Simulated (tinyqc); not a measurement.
Stress from a rosette of three resistors.

Question. In the (001) plane dR/R(0) = p11 sxx + p12 syy, dR/R(90) = p12 sxx + p11 syy and dR/R(45) = (p11 + p12)(sxx + syy)/2 + p44 sxy. Find the three stresses.

Inputs (values chosen for the exercise):

| symbol | value | unit | meaning |
|---|---|---|---|
| p11 | -99.5 | x 1e-11/Pa | piezoresistive coefficient |
| p12 | 50 | x 1e-11/Pa | piezoresistive coefficient |
| p44 | -12.8 | x 1e-11/Pa | piezoresistive coefficient |

dR/R at 0, 45 and 90 degrees (%): [-23.289000, 1.9109500, 28.288500]

Solution. The first and third give sxx and syy; the 45-degree value less their mean is p44 sxy.

sxx = 122.0 MPa
syy = -223.0 MPa
sxy = 46.00 MPa

Numbers from tinyqc (`OMP_NUM_THREADS=1 python tinyqc.py 2530159 2530160 out.jsonl`; about 0.01 s on one thread of a shared Intel Xeon 2.30GHz).
